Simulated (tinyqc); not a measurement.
# From phonon resistivity rho_ph back to Debye temperature Theta

Model: Bloch-Grueneisen resistivity of a metal. Computed by tinyqc, a small Python program. Command: `OMP_NUM_THREADS=1 python tinyqc.py 3025145 3025146 out.jsonl bg inv`. One thread of a shared host (Intel(R) Xeon(R) Processor @ 2.30GHz), about 0.01 s of CPU time with the checks.

Electrons scatter from a Debye spectrum of phonons (n = 5 for scattering within one band, n = 3 for scattering into a second, heavy band) and from static defects.

Inputs (values chosen for the exercise, modelled on platinum):
```
quantity                      value  unit
exponent n                        3     -
transport coupling lambda_tr   0.47     -
Drude plasma energy hbar w_p    7.1    eV
temperature T                   200     K
```

Addition: none.

Constants: k_B = 1.380649e-23 J/K; hbar = 1.054571817e-34 J s; eps_0 = 8.8541878128e-12 F/m; hbar = 6.582119569e-16 eV s.

Method. rho_ph = (n - 1) rho_1 (T/Theta)^n J_n(Theta/T), with rho_1 = 2 pi lambda_tr k_B Theta/(hbar eps_0 w_p^2), the high-temperature line at T = Theta. J_n(y) = int_0^y x^n e^x/(e^x - 1)^2 dx, by 96 Gauss-Legendre points (upper limit at most 60).

Problem. A run gave the result below. Find the Debye temperature Theta, known to lie between 150 and 330 K.

phonon resistivity rho_ph = 7.215387 microohm cm

Solution.

Each step takes the trial c = (a f_b - b f_a)/(f_b - f_a), f being the result less the target and a, b, c the logarithms of the listed values; c replaces end b, the old b replaces a if the sign of f changed, and otherwise f_a is halved.

Scan of the range:
```
Debye temperature Theta (K)  phonon resistivity rho_ph (microohm cm)
150                                                          7.33286
171                                                          7.28236
195                                                          7.21739
222                                                          7.13547
254                                                          7.02699
289                                                          6.89532
330                                                          6.72556
```

False position (Illinois rule, in the logarithm of the input) inside the bracket:
```
step    end a    end b    trial  phonon resistivity rho_ph (microohm cm)
1     195.000  222.000  195.621                                  7.21561
2     222.000  195.621  195.691                                  7.21541
3     222.000  195.691  195.707                                  7.21537
4     195.691  195.707  195.700                                  7.21539
```

Phonon resistivity rho_ph falls at every point of a 13-point scan of the range (every second point is shown), so one value fits; it is bracketed by 195 and 222. Answer: Debye temperature Theta = 195.7 K.
